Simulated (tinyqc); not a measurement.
# Worked calculation: MOS capacitor on an n-type substrate, surface potential from the exact charge relation

tinyqc, about 0.01 s, one thread, Intel Xeon 2.30GHz (shared host): `OMP_NUM_THREADS=1 python tinyqc.py 2060065 2060066 out.jsonl` Printed values are rounded.

Uniform n-type substrate, Boltzmann statistics, full ionisation, classical densities. psi is the surface potential against the body (positive when the bands bend down) and u = -psi/Vt. Traps are spread evenly over the gap and neutral at flat band, so their charge is -q Dit psi; the minority quasi-Fermi level is shifted by Vb.

Values chosen for this exercise; band and dielectric values close to those of silicon: temperature T = 250 K; band gap Eg = 1.12 eV; relative permittivity eps_r = 11.9; conduction-band density of states at T Nc = 2.1e19 cm^-3; valence-band density of states at T Nv = 2.05e19 cm^-3; electron affinity chi = 3.98 eV; donor density of the substrate N = 1.9e16 cm^-3; relative permittivity of the gate insulator (close to aluminium oxide) eox = 8.82; insulator thickness tox = 5 nm; gate work function phiM = 4.74 eV; fixed charge at the interface, in units of q Nf = 1.3e11 cm^-2; density of interface traps Dit = 0 cm^-2 eV^-1; reverse bias of the inversion layer against the body Vb = 0 V; gate voltage against the body Vg = 1.37 V.

Constants: q = 1.602176634e-19 C, kB = 1.380649e-23 J/K, Vt = kB T/q, eps0 = 8.8541878128e-14 F/cm where lengths are in cm. Results are converted to the units shown.

Range of the model: At this gate voltage the surface density exceeds 0.3 of the band density of states, so degeneracy and confinement would lower the charge and capacitance.

## Flat band, threshold and scales

ni = sqrt(Nc Nv) exp(-Eg/(2 Vt)), Eg in volts; phiF = Vt ln(N/ni); Cox = eps0 eox/tox; Vfb = phiM - chi - Vt ln(Nc/N) - q Nf/Cox; Q0 = sqrt(2 eps0 eps_r q N Vt); r = (ni/N)^2 exp(-Vb/Vt); VT = Vfb - [(2 phiF + Vb)(1 + q Dit/Cox) + sqrt(2 eps0 eps_r q N (2 phiF + Vb))/Cox].

ni = 1.06631e8 cm^-3
phiF = 0.409287 V
Cox = 1.56188 uF/cm^2
Vfb = 0.595692 V
Q0 = 11.7558 nC/cm^2
r = 3.14963e-17
VT = -0.269278 V

## Starting value

psi = Vg - Vfb (all of the voltage in the semiconductor).

psi at the start = 0.774308 V

## Iteration 1: Newton step for the surface potential

u = -psi/Vt; F^2 = exp(-u) + u - 1 + r (exp(u) - u - 1); Qs = +sign(u) Q0 F; Cs = -dQs/dpsi = (Q0/Vt) |1 - exp(-u) + r (exp(u) - 1)|/(2 F). f = Vfb + psi + (q Dit psi - Qs)/Cox - Vg, f' = 1 + (Cs + q Dit)/Cox, psi(new) = psi - f/f'.

u = -35.9419
F = 6.37789e7
Qs = -7.49771e8 nC/cm^2
Cs = 1.74015e7 uF/cm^2
f = 4.80044e5 V
f' = 1.11414e7
psi after iteration 1 = 0.731221 V

This iterate lies far beyond the solution, so its charge is not a physical one.

## Iteration 2: Newton step for the surface potential

As before.

u = -33.9419
F = 2.34630e7
Qs = -2.75825e8 nC/cm^2
Cs = 6.40164e6 uF/cm^2
f = 1.76598e5 V
f' = 4.09868e6
psi after iteration 2 = 0.688134 V

This iterate lies far beyond the solution, so its charge is not a physical one.

## Course of the Newton iteration

Stop when the step is below 1e-10 V, or after 60 iterations.

Course of the iteration:
```
iteration  psi before the step (V)    f (V)  step (V)
1                         0.774308   4.80e5   -0.0431
2                         0.731221   1.77e5   -0.0431
3                         0.688134   6.50e4   -0.0431
4                         0.645048   2.39e4   -0.0431
5                         0.601961     8790   -0.0431
6                         0.558876     3230   -0.0431
7                         0.515793     1190   -0.0431
8                         0.472717      438   -0.0431
9                         0.429664      161   -0.0430
10                        0.386681     59.1   -0.0428
11                        0.343906     21.6   -0.0422
12                        0.301744     7.81   -0.0404
13                        0.261327     2.73   -0.0358
14                        0.225539    0.863   -0.0256
15                        0.199984    0.206   -0.0108
16                        0.189222   0.0224  -1.48e-3
17                        0.187739  3.56e-4  -2.43e-5
18                        0.187715  9.35e-8  -6.39e-9
19                        0.187715   < 1e-7   < 1e-14
```

Converged in 19 iterations. In 11 iterations the step is within 3 % of 2 Vt = 43.1 mV: there Qs grows as exp(|u|/2), and a Newton step on such an exponential moves psi by 2 Vt whatever the distance left.

## Charges, field and capacitances at the solution

converged psi = 0.187715 V

u = -psi/Vt; F^2 = exp(-u) + u - 1 + r (exp(u) - u - 1); Qs = +sign(u) Q0 F; Cs = -dQs/dpsi = (Q0/Vt) |1 - exp(-u) + r (exp(u) - 1)|/(2 F). Low frequency: 1/C_LF = 1/Cox + 1/(Cs + q Dit). High frequency, in the simple estimate in which traps and minority carriers do not follow: 1/C_HF = 1/Cox + 1/Cd, Cd being Cs with r = 0 at the same psi. Minority sheet density N_inv = (Q0/(2 q)) int_0^u r (exp(t) - 1)/F(t) dt for u > 0. Oxide field |Qs - q Dit psi + q Nf|/(eps0 eox).

Qs = -916.187 nC/cm^2
N_inv = 0 cm^-2
oxide field = 1.14652 MV/cm
Cs = 21.2943 uF/cm^2
C_LF/Cox = 0.931665
C_HF/Cox = 0.931665

The surface is in accumulation (borders at |psi| = 0, phiF + Vb and 2 phiF + Vb = 0.819 V).
